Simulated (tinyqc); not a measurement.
Convergence with the mesh: density of states of one tight-binding band of a chain.

E(k) = -2 t cos(2 pi k) - 2 t2 cos(4 pi k); k in fractions of the reciprocal vectors, mesh k_i = j/N with j = 0 .. N-1. Densities are per cell and per spin, so the band holds one state.

Each interval of the mesh is a segment with E linear in k: n = (E - e1)/(e2 - e1), g = 1/(e2 - e1) between its end values.

Gaussian broadening: g(E) = mean over the mesh of exp(-(E - E_k)^2/(2 sigma^2))/(sigma sqrt(2 pi)), n(E) = mean of erfc((E_k - E)/(sigma sqrt 2))/2.

Inputs chosen for the exercise:
- t = 1.42 eV (nearest hopping)
- t2 = -0.22 eV (second hopping)
- E = 2.52 eV (energy at which the density is wanted)
- sigma = 0.426 eV (Gaussian width)

At the energy E; the plain count is the share of mesh points below E; the reference is the linear method with N = 4000.

Results:

| N | points | g linear | n linear | g Gaussian | n Gaussian | n plain count |
|---|---|---|---|---|---|---|
| 8 | 8 | 0.1966 | 0.8506 | 0.1376 | 0.8510 | 0.8750 |
| 16 | 16 | 0.1349 | 0.8190 | 0.1417 | 0.8211 | 0.8125 |
| 32 | 32 | 0.1198 | 0.8113 | 0.1482 | 0.8195 | 0.7812 |
| 64 | 64 | 0.1257 | 0.8113 | 0.1482 | 0.8195 | 0.7969 |
| 128 | 128 | 0.1292 | 0.8112 | 0.1482 | 0.8195 | 0.8047 |
| 256 | 256 | 0.1311 | 0.8112 | 0.1482 | 0.8195 | 0.8086 |

reference n and g: 0.8112  0.1325

The linear n(E) stays within 0.002 of the reference from N = 32 on. The Gaussian g stays within 1 % of its last value from N = 32 on; it tends to the broadened curve, not the true one. At the last mesh it lies +0.016 1/eV from the reference g and the linear g -0.001. The plain count errs by -0.0026 at the last mesh.

(tinyqc, `OMP_NUM_THREADS=1 python tinyqc.py 1680361 1680362 out.jsonl`, Intel(R) Xeon(R) Processor @ 2.30GHz, 1 thread, shared host, about 0.01 s.)
